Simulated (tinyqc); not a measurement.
One-sided p+-n junction, ionisation integral and breakdown: two steps of the calculation.

A p+ layer at x < 0 and an n drift layer from x = 0. Depletion approximation, built-in voltage neglected. Local ionisation coefficients alpha_n = an exp(-(bn/E)^mx), alpha_p = ap exp(-(bp/E)^mx). Electrons move towards +x, holes towards x = 0.

Parameters, values chosen for the exercise; material values close to those of gallium nitride: relative permittivity eps_r = 9.52; prefactor of the electron ionisation coefficient an = 2.96e8 1/cm; field constant for electrons bn = 3.4e7 V/cm; prefactor of the hole ionisation coefficient ap = 1.4e8 1/cm; field constant for holes bp = 2.05e7 V/cm; exponent mx = 1; donor density of the drift layer N = 1.3e17 cm^-3; reverse voltage V = 158 V; share of the depleted width that the grid covers fr = 0.4.

Constants: q = 1.602176634e-19 C, eps0 = 8.8541878128e-14 F/cm where lengths are in cm. Results are converted to the units shown.

Question 1. Field and ionisation coefficients on a grid. W = sqrt(2 eps0 eps_r V/(q N)), peak field E0 = q N W/(eps0 eps_r), falling linearly to 0 at W. Grid: 11 equal steps from 0 to fr W.

Find: W; x; E; alpha_n; alpha_p.

Answer 1.

W = 1.1309 um

```
point   x (um)  E (kV/cm)  alpha_n (1/cm)  alpha_p (1/cm)
0      0.00000     2794.3          1538.2           91205
1      0.04112     2692.7          971.87           69149
2      0.08224     2591.1          592.33           51301
3      0.12337     2489.5          346.70           37144
4      0.16449     2387.9          193.89           26164
5      0.20561     2286.3          102.97           17865
6      0.24673     2184.7          51.562           11773
7      0.28786     2083.0          24.134          7448.7
8      0.32898     1981.4          10.450          4496.7
9      0.37010     1879.8          4.1332          2570.5
10     0.41122     1778.2          1.4704          1378.4
11     0.45234     1676.6         0.46149          685.40
```

Question 2. Ionisation integrals by the trapezoid rule. G(x) = integral from 0 to x of (alpha_n - alpha_p); I_n = integral of alpha_n exp(-G) (electrons injected at x = 0), I_p = integral of alpha_p exp(G(end) - G) (holes injected at the far edge); M = 1/(1 - I). All integrals by the trapezoid rule on the grid.

```
point      x (um)  alpha_n (1/cm)  alpha_p (1/cm)
0      0.00000000       1538.2034       91205.131
1      0.04112224       971.86747       69149.454
2      0.08224449       592.32572       51301.302
3      0.12336673       346.70437       37143.558
4      0.16448898       193.89303       26163.924
5      0.20561122       102.97452       17864.674
6      0.24673347       51.562212       11772.607
7      0.28785571       24.133826       7448.6865
8      0.32897796       10.449725       4496.7395
9      0.37010020       4.1331765       2570.5166
10     0.41122245       1.4703691       1378.4331
11     0.45234469      0.46148947       685.40420
```

Wanted: G; alpha_n exp(-G); I_n; I_p; M_n; M_p.

Answer 2.

```
point       G  alpha_n exp(-G) (1e3 1/cm)
0       0.000                       1.538
1      -0.325                       1.344
2      -0.569                       1.046
3      -0.749                       0.733
4      -0.878                       0.467
5      -0.968                       0.271
6      -1.029                       0.144
7      -1.068                       0.070
8      -1.092                       0.031
9      -1.107                       0.013
10     -1.115                       0.004
11     -1.119                       0.001
```

I_n = 0.02012
I_p = 0.6733
M_n = 1.021
M_p = 3.061

Computed by the program tinyqc: `OMP_NUM_THREADS=1 python tinyqc.py 2120041 2120042 out.jsonl`, one thread of a shared Intel Xeon 2.30GHz, about 0.05 s for the whole run.
